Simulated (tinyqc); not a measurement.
What each parameter does: two-band k.p model of the X valleys of a zinc-blende crystal.

k along the valley axis, counted from X, c = hbar^2/2m0, e = c k^2/ml. H = [[e - D/2, i P k], [-i P k, e + D/2]] with P^2 = D0 c/ml, so E = e -/+ sqrt(D^2/4 + D0 e). For D = 0 (diamond lattice) the bands cross at X.

With x = D/D0: for x < 1 the minima lie at k_m = sqrt(ml D0 (1 - x^2)/(4 c)), the hump at X has the height dE = (D0/4)(1 - x)^2 and the mass at the minimum is ml/(1 - x^2); the mass at X is ml/(1 - 1/x), negative for x < 1. For x > 1 the minimum is at X.

Thermal masses along the axis for one X point, lower band, E from the minimum, on 1601 points from -0.8 to 0.8 1/angstrom: density-of-states mass m_d = c I^2/(pi kT), I = integral of exp(-E/kT) dk; conductivity mass m_c = 2 c kT/<(dE/dk)^2> with central differences.

Constants: hbar^2/2m0 = 3.80998211 eV angstrom^2; kB = 8.617333262e-05 eV/K.

Values chosen for the exercise (of the order of those of AlAs; shifted at random, so the results belong to these values and not to a real crystal):

| symbol | value | unit | meaning |
|---|---|---|---|
| D | 0.352 | eV | splitting of the two conduction levels at X |
| D0 | 0.122 | eV | coupling energy |
| ml | 0.573 | m0 | mass along the axis from remote bands |
| T | 20 | K | temperature |

Shape of the lower band and thermal masses.

One parameter was then changed.

Results before and after:

| case | k_m (1/angstrom) | dE (meV) | m_d (m0) | m_c (m0) |
|---|---|---|---|---|
| base | 0.0000 | 0.000 | 0.875 | 0.873 |
| changed | 0.0000 | 0.000 | 0.862 | 0.860 |

Which of these changes was made? (a) D = 0.3626 eV; (b) ml = 0.5558 m0; (c) T = 19.4 K; (d) D0 = 0.1257 eV.
Answer: (a) D = 0.3626 eV. Of the candidates, run in turn, only this one gives the changed row.

All candidates:

| case | k_m (1/angstrom) | dE (meV) | m_d (m0) | m_c (m0) |
|---|---|---|---|---|
| base | 0.0000 | 0.000 | 0.875 | 0.873 |
| D = 0.3626 eV | 0.0000 | 0.000 | 0.862 | 0.860 |
| D0 = 0.1257 eV | 0.0000 | 0.000 | 0.889 | 0.887 |
| ml = 0.5558 m0 | 0.0000 | 0.000 | 0.849 | 0.847 |
| T = 19.4 K | 0.0000 | 0.000 | 0.875 | 0.874 |

tinyqc: `OMP_NUM_THREADS=1 python tinyqc.py 1850231 1850232 out.jsonl`; about 0.01 s, one thread, shared Intel(R) Xeon(R) Processor @ 2.30GHz.
